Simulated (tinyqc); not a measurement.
Inside a calculation. Model: interdiffusion in a binary couple: Darken equations, Kirkendall shift and Boltzmann-Matano analysis. Computed by tinyqc, a small Python program that keeps every step. Command: `OMP_NUM_THREADS=1 python tinyqc.py 3016069 3016070 out.jsonl darken walk`. One thread of a shared host (Intel(R) Xeon(R) Processor @ 2.30GHz), about 0.02 s of CPU time with the checks. Intermediate numbers are printed to about 5 digits and carried at full precision; extremes and crossings named in words are read from the listed rows.

x is the mole fraction of B; the molar volume is constant, and the two halves are long enough to count as infinite.

Inputs (values chosen for the exercise, for a model alloy A-B):

| quantity | value | unit |
|---|---|---|
| tracer diffusivity D*_A(0) | 6e-16 | m^2/s |
| tracer diffusivity D*_B(0) | 6.4e-16 | m^2/s |
| slope k of ln D* with x | 1.6 | - |
| regular-solution parameter W | 0.12 | eV |
| temperature T | 1380 | K |
| left composition x_L | 0.3 | - |
| right composition x_R | 0.82 | - |
| time t | 140000 | s |
| composition x for the local step | 0.46 | - |

Vacancy-wind correction: Manning, fcc.

Constants: k_B = 8.617333262e-05 eV/K.

## Diffusivities at one composition

D*_i(x) = D*_i(0) exp(k x); thermodynamic factor Phi = 1 - 2 W x (1 - x)/(k_B T); with f0 = 0.7815, M0 = 2 f0/(1 - f0), den = M0 ((1 - x) D*_A + x D*_B): D_A = D*_A Phi [1 + 2 (1 - x)(D*_A - D*_B)/den], D_B = D*_B Phi [1 - 2 x (D*_A - D*_B)/den]; interdiffusion D~ = x D_A + (1 - x) D_B.

thermodynamic factor Phi = 0.49868

intrinsic D_A = 6.1852e-16 m^2/s

intrinsic D_B = 6.7181e-16 m^2/s

interdiffusion coefficient D~ at the local x = 6.4730e-16 m^2/s

A positive W (tendency to separate) slows mixing: Phi is below 1.

## Composition profile

With lambda = z/sqrt(t), the profile solves d/dlambda (D~ dx/dlambda) + (lambda/2) dx/dlambda = 0 with x = x_L and x_R far to the left and right; z = 0 is the original interface. It is solved as a boundary-value problem in y = lambda/sqrt(D~ at the mean composition) on -12 < y < 12 (collocation, tolerance 1e-8). The last column is the error-function profile for a constant D~ taken at the mean composition.

D~ at the mean composition = 7.6083e-16 m^2/s

Profile at time t:

| y | z (um) | x | dx/dz (1/um) | x for constant D~ |
|---|---|---|---|---|
| -3.0 | -30.962 | 0.30516 | 0.001108 | 0.30881 |
| -2.0 | -20.641 | 0.33525 | 0.005564 | 0.34090 |
| -1.5 | -15.481 | 0.37399 | 0.009580 | 0.37510 |
| -1.0 | -10.321 | 0.43399 | 0.013486 | 0.42467 |
| -0.5 | -5.160 | 0.50931 | 0.015202 | 0.48816 |
| 0.0 | 0.000 | 0.58575 | 0.014019 | 0.56000 |
| 0.5 | 5.160 | 0.65141 | 0.011322 | 0.63184 |
| 1.0 | 10.321 | 0.70250 | 0.008531 | 0.69533 |
| 1.5 | 15.481 | 0.74027 | 0.006197 | 0.74490 |
| 2.0 | 20.641 | 0.76736 | 0.004385 | 0.77910 |
| 3.0 | 30.962 | 0.79915 | 0.002018 | 0.81119 |

At the original interface x = 0.5858, against the mean 0.5600. D~ is 2.71 times as large at x_R as at x_L, so the profile is flatter and reaches further on the right.

## Boltzmann-Matano quantities at composition x

Read from the profile: the position z(x), the area -int_(x_L)^x z dx and the slope.

position z(x) = -8.4624 um

area -int z dx from x_L to the local x = 2.6187 um

slope dx/dz at the local x = 0.014448 1/um

## Boltzmann-Matano diffusivity

D~(x) = area/(2 t slope), with z counted from the original interface (the Matano plane); 1 um^2 = 1e-12 m^2.

D~ from the profile = 6.4730e-16 m^2/s

It returns the value of D~ 6.4730e-16 m^2/s that went in.

## Kirkendall markers

Lattice planes move with v = (D_B - D_A) dx/dz; markers from the original interface stay at one composition, where z_K = 2 t v.

marker position z_K = 0.26175 um

composition at the markers = 0.58941

number of solutions = 1

The markers move towards the B-rich side, the side that loses atoms of the faster species (B); vacancies flow the same way and may condense there as voids.

Checks made by the program: mass balance about the original interface (Matano plane at z = 0) (relative difference 2e-08); Boltzmann-Matano against the Darken value (relative difference 3e-07).
